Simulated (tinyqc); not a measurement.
## True capacitance, leakage and series resistance from two frequencies

Question. A capacitance C in parallel with G and in series with Rs is measured as Cp and D = Gp/(w Cp) at two frequencies. The series reading Cs = Cp (1 + D^2) equals C + G^2/(w^2 C), and Re Z = D/(w Cp (1 + D^2)) = Rs + G/(G^2 + w^2 C^2). Find C, G and Rs.

f (Hz): 10000  50000
Cp (pF): 14.3970450  14.3970445
D: 0.239057111  0.0479981336

Answer. w^2 Cs = w^2 C + G^2/C is a straight line in w^2 with slope C; the intercept gives G, and the real part then gives Rs.

C = 14.4 pF
G = 0.216 uS
Rs = 43.0 ohm

tinyqc, about 0.01 s, one thread, Intel Xeon 2.30GHz (shared host): `OMP_NUM_THREADS=1 python tinyqc.py 2022024 2022025 out.jsonl`
